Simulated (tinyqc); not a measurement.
Composition of the layer: band edges of strained Si(1-x)Ge(x) on relaxed Si(1-y)Ge(y).

Values are linear in the Ge fraction but for ED(x) = linear - CD x (1 - x) and a(x) = linear - Ca x (1 - x). Energies are on the common scale of Ev.

Coherent growth on a (001) face: e_par = (a(y) - a(x))/a(x), e_perp = -2 (C12/C11) e_par; exx = eyy = e_par, ezz = e_perp, no shear.

A valley with unit axis u lies at Ev + gap + (av + a_valley) tr(e) + Xu (u.e.u - tr(e)/3); the Delta axes are x, y, z and the L axes [111], [1-1-1], [-11-1], [-1-11]. The second-order shift of the Delta valleys under shear is left out; it lowers the pair normal to the sheared plane by tens of meV at a shear of 1 %.

Valence edges: Ev plus the levels of the 6 x 6 matrix of X, Y, Z times spin with -Dso/3 + l exx + m (eyy + ezz) on the diagonal (cyclic), n exy off it, l = av + 2 b, m = av - b, n = sqrt(3) d. Spin-orbit term (Dso/3) L.sigma on X, Y, Z with (L_k)_ij = -i epsilon_kij: <X+|H|Y+> = -i Dso/3, <X+|H|Z-> = Dso/3, <Y+|H|Z-> = -i Dso/3, <Z+|H|X-> = -Dso/3, <Z+|H|Y-> = i Dso/3, <X-|H|Y-> = i Dso/3, and their conjugates; + and - are the spin along z.

Inputs chosen for the exercise (end members near Si and Ge, in this order; not measured data): a = (5.43, 5.666) angstrom (lattice constant); Dso = (0.044, 0.289) eV (spin-orbit splitting); av = (2.48, 1.22) eV (valence hydrostatic potential); b = (-2.1, -2.59) eV (tetragonal shear potential); d = (-4.8, -5.23) eV (trigonal shear potential); C11 = (166.4, 128.7) GPa; C12 = (63.9, 48.2) GPa; C44 = (78.8, 67.6) GPa; Ev = (0, 0.65) eV (top of the unstrained valence band); ED = (1.156, 0.93) eV (gap to the Delta valleys); EL = (2.031, 0.729) eV (gap to the L valleys); aD = (1.75, 1.43) eV (hydrostatic potential of the Delta gap); aL = (-2.87, -2.53) eV (hydrostatic potential of the L gap); XuD = (8.83, 9.13) eV (uniaxial potential, Delta); XuL = (15.8, 15.52) eV (uniaxial potential, L); CD = 0.21 eV (bowing of the Delta gap); Ca = 0 angstrom (bowing of the lattice constant); face = 001 (growth face); y = 0.79 (Ge fraction of the relaxed buffer).

The buffer is kept. dEc = Ec(buffer) - Ec(layer), dEv = Ev(layer) - Ev(buffer); buffer edges Ev(y) and Ev(y) + min(ED, EL). The digit behind Delta or L counts whole valleys.

Results:
```
x     e_par (%)  lowest valleys  gap (eV)  next valleys above (meV)  valence splitting (meV)  dEc (eV)  dEv (eV)
0.24       2.37          Delta2     0.706                       372                      251     0.372    -0.136
0.35       1.88          Delta2     0.749                       297                      196     0.312    -0.118
0.46       1.41          Delta2     0.795                       222                      143     0.244    -0.096
0.57       0.93          Delta2     0.843                       148                       91     0.170    -0.071
0.67       0.51          Delta2     0.889                        80                       47     0.096    -0.042
0.89      -0.42              L4     0.867                        19                       34    -0.001     0.076
1.00      -0.87              L4     0.717                       111                       67     0.063     0.163
```

How do the results move, and what explains it?

The gap is 0.706 eV in the first row and 0.717 eV in the last, with its largest listed value, 0.889 eV, at x = 0.67. The lowest valleys change: Delta2 to L4 between x = 0.67 and 0.89. Per 0.1 of x the valence offset moves by +39 meV on average; the conduction offset lies between -1 and +372 meV, not monotonically. Both carriers sit on one side for x = 1.00, and on opposite sides elsewhere. Offsets below about 30 meV are within the spread of parameter sets, so those rows do not settle the type. Strains above 2 % can be kept only in layers of a few nanometres.

Run: tinyqc, `OMP_NUM_THREADS=1 python tinyqc.py 1081542 1081543 out.jsonl`; Intel(R) Xeon(R) Processor @ 2.30GHz, one thread, shared host; about 0.01 s of CPU time with all checks.
